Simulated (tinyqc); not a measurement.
Isochronal anneals: hydrogen passivation of interface dangling bonds: competing passivation and dissociation with distributed barriers. Computed by tinyqc, a small Python program. Command: `OMP_NUM_THREADS=1 python tinyqc.py 3030433 3030434 out.jsonl passiv walk`. One thread of a shared host (Intel(R) Xeon(R) Processor @ 2.30GHz), about 0.02 s of CPU time with the checks.

P_b + H2 gives P_bH + H at the rate k_f [H2]; P_bH gives P_b + H at the rate k_d. All defects start unpassivated. E_f and E_d are Gaussian and independent.

Inputs (values chosen for the exercise, close to those used for P_b centres at the silicon-oxide interface):
```
quantity                                      value          unit
passivation prefactor k_f0                    1e-07        cm^3/s
mean passivation barrier E_f                    1.5            eV
spread sigma_f                                0.031            eV
dissociation prefactor k_d0                 1.2e+13           1/s
mean dissociation barrier E_d                  2.76            eV
spread sigma_d                                 0.04            eV
H2 in the oxide per atm, solubility factor  7.3e+17  1/(cm^3 atm)
hydrogen pressure p                               1           atm
anneal time t                                   820             s
```

Constants: k_B = 8.617333262e-05 eV/K.

Method:
- [H2] = solubility factor x p; a = k_f0 [H2] exp(-E_f/(k_B T)), d = k_d0 exp(-E_d/(k_B T)). For one pair of barriers the active share is y = [d + a exp(-(a + d) t)]/(a + d).
- Temperatures in kelvin are T(C) + 273.15.
- Average y over both Gaussians with 40 x 40 Gauss-Hermite points.
- Minimise the averaged y over T between 150 and 900 C: find where ln y is equal at T - 0.05 and T + 0.05 C; T is rounded to 0.1 C.

best temperature = 370.9 C

Active share after the time t:
```
T (C)     a (1/s)     d (1/s)  single barriers  distributed
200    7.6914e-06  4.7964e-17       9.9371e-01   9.9164e-01
250    2.5884e-04  3.0950e-14       8.0876e-01   7.7854e-01
300    4.7167e-03  6.4590e-12       2.0906e-02   5.9701e-02
350    5.3944e-02  5.7207e-10       1.0605e-08   3.6124e-06
400    4.2957e-01  2.6029e-08       6.0592e-08   8.8652e-08
450    2.5676e+00  6.9853e-07       2.7206e-07   3.7833e-07
500    1.2178e+01  1.2250e-05       1.0059e-06   1.3422e-06
600    1.6047e+02  1.4080e-03       8.7740e-06   1.1001e-05
700    1.2447e+03  6.1040e-02       4.9036e-05   5.8827e-05
800    6.5910e+03  1.3108e+00       1.9884e-04   2.3093e-04
```

The distributed share is least at 400 C among these rows, 8.9e-8, and the search puts the optimum at 370.9 C. On the cold side defects with high E_f survive; on the hot side dissociation, with the larger barrier, gains on passivation with an energy E_d - E_f = 1.26 eV. In that row single barriers give 6.1e-8, so the spread raises the floor. Caution: atomic hydrogen, which both passivates and depassivates, and further passivation during cooling are left out. Caution: shares below about 1e-3 in these rows are formal; measured passivation levels off well above them.

Extremes, crossings and ranges named in words are read from the listed rows.
